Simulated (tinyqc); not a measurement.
Raising U: Hubbard chain of 6 sites, mean field against exact. Computed by the program tinyqc. Collinear unrestricted mean field (the lowest of 40 random starts) against exact diagonalisation.

one-body matrix (hopping and site energies) (eV):
```
         1        2        3        4        5        6
1  -0.1300  -1.7200   0.0000   0.0000   0.0000   0.0000
2  -1.7200   0.3700  -1.7200   0.0000   0.0000   0.0000
3   0.0000  -1.7200   0.0700  -1.7200   0.0000   0.0000
4   0.0000   0.0000  -1.7200   0.5800  -1.7200   0.0000
5   0.0000   0.0000   0.0000  -1.7200   0.2900  -1.7200
6   0.0000   0.0000   0.0000   0.0000  -1.7200   0.3800
```

electrons, up and down: 3  3

Exact and mean-field results (eV):
```
U            U/t    E exact  E mean field  mean |n_up - n_down|  double occupancy, exact  first gap in the sector
0.8600    0.5000  -9.305744     -9.248198                0.0000                   0.2309                   1.4107
1.7200    1.0000  -8.177665     -7.943886                0.0000                   0.2065                   1.2541
3.4400    2.0000  -6.289806     -5.433609                0.3908                   0.1602                   1.0103
5.1600    3.0000  -4.848306     -3.667585                0.6701                   0.1206                   0.8297
6.8800    4.0000  -3.768977     -2.528153                0.8021                   0.0901                   0.6935
10.3200   6.0000  -2.342742     -1.245067                0.9090                   0.0524                   0.5105
13.7600   8.0000  -1.483089     -0.564274                0.9484                   0.0330                   0.3988
20.6400  12.0000  -0.531140      0.134224                0.9769                   0.0160                   0.2744
34.4000  20.0000   0.284484      0.701624                0.9917                   0.0061                   0.1674
```

What does the comparison show, and why?

In absolute terms mean field is worst at U/t = 4.0, 1.241 eV too high: at small U it is nearly exact, and at large U it misses only exchange-scale energies. Its local moments set in at U/t = 2.0 of those listed, a broken symmetry that the exact state of a finite cluster with equal spins does not have. Relative to the exact energy its error is 0.6 % at the smallest U, 147 % at most and 147 % at the largest. The double occupancy falls from 0.231 to 0.006.
